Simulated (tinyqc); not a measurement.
What each parameter does: inversion layer as a triangular well, valleys of the Ge type.

Four ellipsoidal valleys (eight halves) with their long axes along <111>, mass ml along the axis and mt across it. For a valley whose axis makes the angle theta with the surface normal, 1/m_z = cos^2(theta)/ml + sin^2(theta)/mt sets the confinement; in the plane the masses are m_1 = mt and m_2 = ml mt/m_z, and m_d = sqrt(m_1 m_2). The Gamma and Delta valleys are left out; the heavy Delta valleys, about 0.18 eV up, can lie lowest under strong confinement.

The field is taken as constant, e F = 4 pi (e^2/4 pi eps0)(Nd + eta Ns)/eps, with 1e12/cm^2 = 1e-4/angstrom^2, and the oxide as a hard wall at z = 0; c = hbar^2/2m0.

Level j of a valley lies at E_j = a_j (c (e F)^2/m_z)^(1/3) above the band edge at the surface, with the Airy zeros a_j = 2.338107, 4.087949, 5.520560, 6.786708, 7.944134, 9.022651, 10.040174, 11.008524, 11.936016, 12.828777, and has <z> = 2 E_j/(3 e F).

Subband i holds n_i = g m_d/(2 pi c) kB T ln(1 + exp((EF - E_i)/kB T)) (spin included), and EF is fixed by sum n_i = Ns over the levels listed or, where none are listed, over j = 0 to 9 of each group; 1e12/cm^2 = 1e-4/angstrom^2.

Constants: hbar^2/2m0 = 3.80998211 eV angstrom^2; e^2/(4 pi eps0) = 14.39964547 eV angstrom; kB = 8.617333262e-05 eV/K.

Values chosen for the exercise (near those of Ge; not measured data): ml = 1.604 m0 (longitudinal mass); mt = 0.082 m0 (transverse mass); eps = 15.9 (dielectric constant); Nd = 0.15 x 1e12/cm^2 (depletion charge); eta = 0.75 (share of Ns in the effective field); face = 110 (surface); Ns = 2.3 x 1e12/cm^2 (electron sheet density); T = 300 K (temperature).

Field, ladders and EF anew.

One parameter was then changed.

Results before and after:
```
case     lowest E (eV)  EF (eV)  share of lowest (%)  <z> (angstrom)
base            0.0998   0.0751                 67.3           36.03
changed         0.0662   0.0150                 53.4           48.70
```

Which of these changes was made? (a) mt = 0.074 m0; (b) eps = 14.3; (c) Nd = 0.075 x 1e12/cm^2; (d) Ns = 1.15 x 1e12/cm^2; (e) T = 260 K; (f) ml = 1.764 m0.

Answer: (d) Ns = 1.15 x 1e12/cm^2. Of the candidates, run in turn, only this one gives the changed row.

All candidates:
```
case                    lowest E (eV)  EF (eV)  share of lowest (%)  <z> (angstrom)
base                           0.0998   0.0751                 67.3           36.03
Ns = 1.15 x 1e12/cm^2          0.0662   0.0150                 53.4           48.70
Nd = 0.075 x 1e12/cm^2         0.0971   0.0720                 66.3           36.73
T = 260 K                      0.0998   0.0841                 72.2           35.10
ml = 1.764 m0                  0.0995   0.0736                 67.5           35.94
mt = 0.074 m0                  0.1029   0.0806                 68.5           36.97
eps = 14.3                     0.1071   0.0836                 70.0           34.29
```

Run: tinyqc, `OMP_NUM_THREADS=1 python tinyqc.py 1282222 1282223 out.jsonl`; Intel(R) Xeon(R) Processor @ 2.30GHz, one thread, shared host; about 0.03 s of CPU time with all checks.
